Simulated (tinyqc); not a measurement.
Bandgap voltage reference from two bipolar transistors: effect of the offset of the amplifier.

Two transistors of area 1 and N carry the same current I. Is(T) = Is (T/T0)^eta exp[(Vg0 q/kB)(1/T0 - 1/T)], VBE1 = Vt ln(I/Is(T)) + I rb, VBE2 = Vt ln(I/(N Is(T))) + I rb/N. The amplifier forces I R1(T) = VBE1 - VBE2 + Vos, with R(T) = R (1 + tc (T - T0)) for both resistors, and the output is Vref = VBE1 + I R2(T). Base currents and the Early effect are neglected.

Vt = kB T/q; I = (Vt ln N + Vos)/(R1(T) - rb (1 - 1/N)). Box coefficient: span of Vref between 233 and 398 K over its average over T and over 165 K. The last column is the R2 that gives zero slope at T0.

Values chosen for this exercise; values of the order met in silicon bipolar transistors:
- T0 = 300 K (reference temperature)
- Vg0 = 1.167 V (band-gap voltage extrapolated to 0 K)
- eta = 3.3 (temperature exponent of the saturation current)
- Is = 5.5e-18 A (saturation current of the unit transistor at T0)
- N = 15 (area ratio of the second transistor)
- R1 = 14 kohm (resistor across which the difference of VBE falls, at T0)
- tc = 0 ppm/K (temperature coefficient of both resistors)
- rb = 0 ohm (series resistance of the unit transistor)
- R2 = 109.1 kohm (output resistor at T0)

Constants: q = 1.602176634e-19 C, kB = 1.380649e-23 J/K. Results are converted to the units shown.

Result of one run:
```
Vos (mV)	I at T0 (uA)	Vref at T0 (V)	slope at T0 (uV/K)	box coefficient (ppm/K)	R2 for zero slope (kohm)
0	5.001	1.257	103.2	75.93	102.9
```

What becomes of these results when the offset of the amplifier Vos is changed from 0 to -1 mV, all else the same?

Result of the changed run:
```
Vos (mV)	I at T0 (uA)	Vref at T0 (V)	slope at T0 (uV/K)	box coefficient (ppm/K)	R2 for zero slope (kohm)
-1	4.929	1.249	103.2	76.43	102.9
```

The whole series:
```
Vos (mV)	I at T0 (uA)	Vref at T0 (V)	slope at T0 (uV/K)	box coefficient (ppm/K)	R2 for zero slope (kohm)
-5	4.643	1.217	103.5	78.67	102.9
-3	4.786	1.233	103.3	77.50	102.9
-1	4.929	1.249	103.2	76.43	102.9
0	5.001	1.257	103.2	75.93	102.9
1	5.072	1.266	103.2	75.44	102.9
3	5.215	1.282	103.3	74.53	102.9
5	5.358	1.298	103.4	73.69	102.9
```

As Vos goes from -5 to 5, Vref rises from 1.217 to 1.298 V and the box coefficient falls from 78.7 to 73.7 ppm/K. Each mV of offset moves Vref by 8.16 mV, about R2/R1 = 7.79 plus the change of VBE1 with the current.

tinyqc, about 0.02 s, one thread, Intel Xeon 2.30GHz (shared host): `OMP_NUM_THREADS=1 python tinyqc.py 2062103 2062104 out.jsonl`
